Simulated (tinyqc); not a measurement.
Localisation length against disorder: localisation in a chain with random site energies (transfer matrices).

Hopping -t; leads with site energy 0, E = -2t cos(ka). psi_(j+1) = ((e_j - E)/t) psi_j - psi_(j-1), a product of matrices M_j = [[(e_j - E)/t, -1], [1, 0]]. For M = M_N ... M_1 the transmission is T = 4 sin^2(ka)/|M21 - M12 + M22 exp(ika) - M11 exp(-ika)|^2. Long samples draw e_j = W (x_j/2147483647 - 1/2) from x_j = 16807 x_(j-1) mod 2147483647, starting at x0. The localisation length xi, in sites, is defined by ln T = -2N/xi on average; weak disorder gives xi = 24 (4t^2 - E^2)/W^2, and the mean free path for backscattering is xi/2.

Numerical xi = N/ln sqrt(psi_(N+1)^2 + psi_N^2) for N = 20000 sites from psi_1 = 1, psi_0 = 0; its statistical error is about xi sqrt(xi/N).

Parameters, chosen for this exercise:
```
symbol  value  unit  meaning
t       1.24   eV    hopping
E       -0.87  eV    energy
x0      4581         start of the number sequence
```

The same number sequence scaled by W.

xi (sites):
```
W/t   W (eV)  numerical  error  weak disorder  strong: 1/(ln(W/2t) - 1)
1.0    1.240     88.446  5.882         84.186                         -
1.5    1.860     37.245  1.607         37.416                         -
2.0    2.480     20.292  0.646         21.046                         -
3.0    3.720      9.465  0.206          9.354                         -
4.0    4.960      5.506  0.091          5.262                         -
6.0    7.440      2.784  0.033          2.338                         -
10.0  12.400      1.405  0.012          0.842                     1.641
16.0  19.840      0.894  0.006          0.329                     0.926
```

At W = t the numerical value is 88.4 +/- 5.9 against 84.2, and at 2t 20.29 +/- 0.65 against 21.05. The weak-disorder formula is within 15 % for W/t = 1, 1.5, 2, 3 and 4; at W = 16t it gives 0.33 and the strong-disorder form 0.93, against 0.89. All states of the chain are localised; disorder only sets the length.

(tinyqc, `OMP_NUM_THREADS=1 python tinyqc.py 1451955 1451956 out.jsonl`, Intel(R) Xeon(R) Processor @ 2.30GHz, 1 thread, shared host, about 0.04 s.)
